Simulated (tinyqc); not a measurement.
Inside a calculation. Method: geometry optimisation on the UHF/6-31g surface (energies and gradients from PySCF), for H4, spin multiplicity 3. Computed by tinyqc, a small Python program that keeps every step (integrals from PySCF). Settings: charge = 0, multiplicity = 3, basis = 6-31g, optimiser = bfgs, first Hessian = 0.6, largest step = 0.5, iteration cap = 30. Command: `OMP_NUM_THREADS=1 python tinyqc.py 27087 27088 out.jsonl` (the two numbers bound the seeds that draw the settings). One thread of a shared host (Intel(R) Xeon(R) Processor @ 2.60GHz), about 2 s of CPU time with the checks.

positions at the start (bohr):
```
,x,y,z
1H,0.12472,-0.00378,0.10393
2H,-0.12094,0.00945,1.54769
3H,0.01701,1.78012,-0.03779
4H,0.00189,1.89540,1.54769
```

Stop when the largest gradient component is below 3e-5 hartree/bohr. The inverse Hessian follows the BFGS update with s = step, y = change of gradient.

Course of the optimisation:
```
step,E (hartree),largest gradient (hartree/bohr)
1,-1.9374843,1.08e-01
2,-1.9935305,4.21e-02
3,-2.0072016,2.80e-02
4,-2.0201656,2.65e-02
5,-2.0390943,3.99e-02
6,-2.0519159,3.87e-02
7,-2.0598467,3.71e-02
8,-2.0693622,4.06e-02
9,-2.0835976,4.41e-02
10,-2.0976581,5.03e-02
11,-2.1079592,4.06e-02
12,-2.1118065,1.57e-02
13,-2.1139753,1.98e-02
14,-2.1155231,3.17e-02
15,-2.1175584,1.84e-02
16,-2.1197395,1.17e-02
17,-2.1210473,6.83e-03
18,-2.1216409,1.22e-02
19,-2.1220900,4.90e-03
20,-2.1226411,4.63e-03
21,-2.1229045,2.55e-03
22,-2.1230557,4.87e-03
23,-2.1231826,3.93e-03
24,-2.1232137,6.53e-03
25,-2.1232449,5.44e-04
26,-2.1232606,7.22e-04
27,-2.1232680,4.11e-03
28,-2.1232807,1.30e-03
29,-2.1232878,7.41e-04
30,-2.1233006,1.38e-03
```

Can the last value be used, and what does the course show?

Not by the stop rule. Not converged within 30 steps: the energy falls at every step, but slowly. Reruns: method bfgs, first Hessian 0.6, largest step 0.3: not converged.
